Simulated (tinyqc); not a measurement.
Inside a calculation. Model: equilibrium crystal shape, supported particles, Gibbs-Thomson effect and coarsening. Computed by tinyqc, a small Python program that keeps every step. Command: `OMP_NUM_THREADS=1 python tinyqc.py 3022953 3022954 out.jsonl wulff walk`. One thread of a shared host (Intel(R) Xeon(R) Processor @ 2.30GHz), about 0.06 s of CPU time with the checks. Intermediate numbers are printed to about 6 digits and carried at full precision; extremes and crossings named in words are read from the listed rows.

A cubic crystal bounded by {100}, {110} and {111} facets only.

Inputs (values chosen for the exercise, for a model metal):

| quantity | value | unit |
|---|---|---|
| lattice constant a | 3.51 | angstrom |
| first-neighbour bond energy e1 | 0.365 | eV |
| second-neighbour bond energy e2 | 0.18 | eV |
| atoms in the particle N | 1700 | - |
| work of adhesion W_a | 1.5 | J/m^2 |
| temperature T | 525 | K |
| precipitate interface energy gamma_i | 0.1 | J/m^2 |
| solubility x_inf at a flat interface | 5e-05 | - |
| diffusivity D | 4e-16 | m^2/s |
| mean radius at the start r0 | 5.6 | nm |
| time t | 450 | s |

Surface energies: broken bonds, fcc.

Constants: 1 eV/angstrom^2 = 16.02176634 J/m^2; e = 1.602176634e-19 C; k_B = 8.617333262e-05 eV/K; k_B = 1.380649e-23 J/K.

## Surface energies from broken bonds

A cut with normal n breaks sum_R |R.n|/(2 Omega) bonds per area (R over all neighbours of a shell) and makes two surfaces: gamma = sum over shells e_s sum_R |R.n|/(4 Omega). fcc: 12 neighbours a/2 (1,1,0), 6 at a (1,0,0), Omega = a^3/4.

gamma (J/m^2): (100) 2.36683, (110) 2.67593, (111) 2.45518

Omega = 10.8109 angstrom^3

The lowest energy belongs to (100).

## The Wulff shape

Wulff construction: the facet planes lie at distances lambda gamma from the centre, and the shape is the region inside all of them; V = (1/3) sum of area x distance. gamma_mean = sum A gamma / sum A; shape factor eta = A/V^(2/3) (4.836 for a sphere). lambda follows from V = N Omega.

area fractions: {100} 0.415848, {110} 0.167691, {111} 0.416461

gamma_mean = 2.45546 J/m^2

shape factor eta = 5.12080

distances of the planes from the centre (nm): {100} 1.49024, {110} 1.68485, {111} 1.54586

surface energy per atom = 0.321502 eV

Present: {100}, {110}, {111}. Caution: below a few thousand atoms edges and corners add to the energy and facets hold few atoms.

## Chemical potential of the particle

For the Wulff shape mu - mu(bulk) = 2 Omega gamma/h, with gamma and h = lambda gamma the energy and distance of any one facet plane, here (111); the vapour pressure rises by exp[(mu - mu(bulk))/(k_B T)].

mu - mu(bulk) = 214.335 meV

pressure ratio = 114.163

This is 2/3 of the surface energy per atom (0.6667), since the total surface energy goes as N^(2/3).

## The particle on a substrate

Winterbottom: the particle sits on its largest facet family, {111}, with energy gamma_f; the substrate plane cuts the shape at the distance lambda (gamma_f - W_a) below the centre. Height over that of the free particle at the same lambda = (2 gamma_f - W_a)/(2 gamma_f). An isotropic particle with gamma_mean has cos(theta) = W_a/gamma_mean - 1 (Young-Dupre); a film dewets into particles whenever W_a < 2 gamma.

relative height = 0.694523

contact angle theta = 112.900 degrees

W_a is below gamma_f: more than half of the shape shows.

## Gibbs-Thomson solubility and coarsening

Spherical precipitates of nearly pure solute with atomic volume Omega: x(r) = x_inf exp(l/r), l = 2 gamma_i Omega/(k_B T). Diffusion-limited coarsening at small volume fraction (Lifshitz-Slyozov-Wagner): r^3 = r0^3 + K t, K = (4/9) D x_inf l; the number density falls as (r0/r)^3. The steady size distribution is assumed from the start, and D and x_inf are inputs that do not follow T.

capillary length l = 0.298297 nm

x(r0)/x_inf = 1.05471

rate constant K = 0.00265153 nm^3/s

mean radius at t = 5.61265 nm

number density over its start = 0.993252

The time to double the radius is 7 r0^3/K = 460000 s; t is 9.7e-4 times that.

## Shape against the ratio gamma(100)/gamma(111)

Wulff construction: the facet planes lie at distances lambda gamma from the centre, and the shape is the region inside all of them; V = (1/3) sum of area x distance. gamma_mean = sum A gamma / sum A; shape factor eta = A/V^(2/3) (4.836 for a sphere). gamma(110)/gamma(111) is held at the value of this crystal.

Area fractions:

| gamma(100)/gamma(111) | {100} | {110} | {111} | eta |
|---|---|---|---|---|
| 0.550 | 1.00000 | 0.000000 | 0.000000 | 6.00000 |
| 0.578 | 1.00000 | 0.000000 | 0.000003 | 5.99999 |
| 0.694 | 0.92243 | 0.000000 | 0.077569 | 5.75995 |
| 0.819 | 0.69157 | 0.047367 | 0.261065 | 5.35746 |
| 0.964 | 0.41587 | 0.167679 | 0.416449 | 5.12081 |
| 1.080 | 0.26379 | 0.249726 | 0.486480 | 5.09809 |
| 1.250 | 0.11118 | 0.360046 | 0.528775 | 5.16745 |
| 1.750 | 0.00000 | 0.483922 | 0.516078 | 5.30505 |

{100} holds 100 % of the area in the first row and 0 % in the last; without {110} the limits are a cube below 1/sqrt(3) = 0.577 and an octahedron above sqrt(3) = 1.732. The roundest shape among these rows (eta = 5.098) is at the ratio 1.08; {110} shows in 5 rows.

Checks made by the program: volume against one third of area times distance (relative difference below 1e-10).
